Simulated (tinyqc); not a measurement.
# Band bending at a free surface with one surface level, surface photovoltage and Kelvin probe, step by step

Numbers from tinyqc (`OMP_NUM_THREADS=1 python tinyqc.py 2430173 2430174 out.jsonl`; about 0.01 s on one thread of a shared Intel Xeon 2.30GHz). Printed values are rounded.

n-type bulk, xi = Ec - EF = Vt ln(Nc/Nd), p0 = ni^2/Nd, ni = sqrt(Nc Nv) exp(-Eg/(2 Vt)), Eg in volts. b is the upward band bending, u = b/Vt. Space charge per area, in units of q: Qc = sign(b) sqrt((2 eps0 eps_r Vt/q) [(Nd + dn)(exp(-u) - 1) + Nd u + (p0 + dn)(exp(u) - 1)]), with dn the excess density under light (flat quasi-Fermi levels; 0 in the dark). The level holds -Ns f, f = 1/(1 + exp((xi + b - Es)/Vt)). Neutrality: Qc + Qf + (charge of the states) = 0.

Parameters, values chosen for the exercise; band and dielectric values close to those of gallium arsenide:
- T = 300 K (temperature)
- Eg = 1.42 eV (band gap)
- eps_r = 12.6 (relative permittivity)
- Nc = 4.48e17 cm^-3 (conduction-band density of states at T)
- Nv = 9.12e18 cm^-3 (valence-band density of states at T)
- chi = 4.15 eV (electron affinity)
- Nd = 1.8e16 cm^-3 (donor density)
- Qf = 0 cm^-2 (fixed positive charge at the surface)
- pt = 5.22 eV (work function of the probe tip)
- Ns = 2.7e11 cm^-2 (density of an acceptor-like surface level)
- Es = 0.54 eV (its depth below the conduction edge)
- dn = 1.8e13 cm^-3 (excess carrier density under light)

Constants: q = 1.602176634e-19 C, kB = 1.380649e-23 J/K, Vt = kB T/q, eps0 = 8.8541878128e-14 F/cm where lengths are in cm. Results are converted to the units shown.

## Bulk quantities

xi, ni, p0, the Debye length sqrt(eps0 eps_r Vt/(q Nd)) and the flat-band work function chi + xi.

xi = 0.0830992 eV
ni = 2.38870e6 cm^-3
p0 = 3.16993e-4 cm^-3
Debye length = 31.6239 nm
chi + xi = 4.23310 eV

## Charges against band bending

b, point 0 to 6 (V): 0.094  0.157  0.22  0.283  0.346  0.409  0.472

Evaluate Qc, the surface charge Qf - Ns f and their sum in the dark; the root lies where the sum changes sign.

```
point  Qc (cm^-2)  surface charge (cm^-2)  sum (cm^-2)
0      1.31354e11             -2.70000e11  -1.38646e11
1      1.81357e11             -2.69998e11  -8.86402e10
2      2.20611e11             -2.69972e11  -4.93603e10
3      2.53891e11             -2.69677e11  -1.57856e10
4      2.83290e11             -2.66349e11   1.69408e10
5      3.09912e11             -2.33406e11   7.65067e10
6      3.34422e11             -9.66595e10   2.37763e11
```

The sum rises steadily with b, so there is one root; bisection gives b = 0.31434 V.

## Work function and Kelvin-probe reading

converged b = 0.314338 V

Work function chi + xi + b; contact potential difference CPD = (work function of the sample) - pt. Depth of EF below Ec at the surface: xi + b. Depletion width Qc/Nd.

xi + b = 0.397437 eV
Qc = 2.68917e11 cm^-2
Qc/Nd = 149.398 nm
work function = 4.54744 eV
CPD = -672.563 mV

The level is 99.6 % filled: it is full, so Ns fixes the surface charge, and b follows from that charge and the doping.

## Surface photovoltage

Under chopped light the surface charge keeps its dark value, so b falls to bL with Qc(bL, dn) = Qc(b, 0); the photovoltage is b - bL. Qc rises with b, so bL follows by bisection.

bL = 0.213722 V
photovoltage = 100.616 mV
share of b removed = 32.0089 %
excess holes at the surface, dn exp(bL/Vt) = 7.00876e16 cm^-3
